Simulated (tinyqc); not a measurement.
## Gate sheet resistance from two finger widths

Inverse problem. At low frequency R = Rsh Wf/(3 L) + B/Wf, where B collects the channel and vertical terms. Find Rsh, B and the width of lowest R.

Values chosen for this exercise: channel length L = 1.9 um.

input resistance of single fingers, contacted at one end, of width 0.72 and 5.6 um (ohm): 73.107018  26.791353

Answer. R Wf is a straight line in Wf^2; the minimum of R lies where both terms are equal.

Rsh = 18.00 ohm/square
B = 51.00 ohm um
width of lowest R = 4.019 um

Computed by the program tinyqc: `OMP_NUM_THREADS=1 python tinyqc.py 2262079 2262080 out.jsonl`, one thread of a shared Intel Xeon 2.30GHz, about 0.01 s for the whole run.
